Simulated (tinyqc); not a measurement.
Three-phonon processes in a diatomic chain: dispersion, energy and momentum conservation, and decay channels of optical phonons. From width Gamma back to temperature T. Computed by tinyqc, a small Python program. Command: `OMP_NUM_THREADS=1 python tinyqc.py 3121594 3121595 out.jsonl threeph inv`. One thread of a shared host (Intel(R) Xeon(R) Processor @ 2.30GHz), about 0.01 s of CPU time with the checks.

Cell length a, two atoms, one spring constant. x = q a/pi runs from -1 to 1; A and O are the acoustic and optical branches. Matrix elements are not computed: only conservation laws and occupation factors are followed.

Inputs (values chosen for the exercise, for a model chain):
```
quantity                        value           unit
light mass m                       31              u
heavy mass M                     74.1              u
spring constant k                 9.9  eV/angstrom^2
zero-temperature width Gamma_0    1.1           1/cm
```

Constants: nu for 1 eV/(angstrom^2 u) = 15.6333042 THz; h x 1 THz = 4.135667696 meV; k_B = 8.617333262e-05 eV/K; c = 299792458 m/s.

Method:
- omega^2 = k (1/m + 1/M) -/+ k sqrt((1/m + 1/M)^2 - 4 sin^2(pi x/2)/(m M)); nu = 15.6333042 THz x sqrt(omega^2) for eV/(angstrom^2 u).
- Acoustic top sqrt(2 k/M), optical bottom sqrt(2 k/m), optical top sqrt(2 k (1/m + 1/M)).
- O(0) -> A(x) + A(-x) needs nu_A(x) = nu_O(0)/2, which gives sin^2(pi x/2) = (3/16)(m + M)^2/(m M). Full width at half maximum Gamma = Gamma_0 (1 + 2 n), n = 1/(exp(h nu_A/(k_B T)) - 1); lifetime = 1/(2 pi c Gamma).

Problem. A run gave the result below. Find the temperature T, known to lie between 40 and 110 K.

width Gamma = 1.102752 1/cm

Solution.

Each step takes the trial c = (a f_b - b f_a)/(f_b - f_a), f being the result less the target and a, b, c the logarithms of the listed values; c replaces end b, the old b replaces a if the sign of f changed, and otherwise f_a is halved.

Scan of the range:
```
temperature T (K)  width Gamma (1/cm)
40.0                          1.10029
47.3                          1.10116
56.0                          1.10375
66.3                          1.11013
78.5                          1.12353
92.9                          1.14815
110.0                         1.18912
```

False position (Illinois rule, in the logarithm of the input) inside the bracket:
```
step    end a    end b    trial  width Gamma (1/cm)
1     47.3000  56.0000  52.4722             1.10244
2     56.0000  52.4722  53.2882             1.10271
3     56.0000  53.2882  53.4937             1.10278
4     53.2882  53.4937  53.4100             1.10275
5     53.4937  53.4100  53.4106             1.10275
```

Width Gamma rises at every point of a 13-point scan of the range (every second point is shown), so one value fits; it is bracketed by 47.3 and 56.0. Answer: temperature T = 53.41 K.
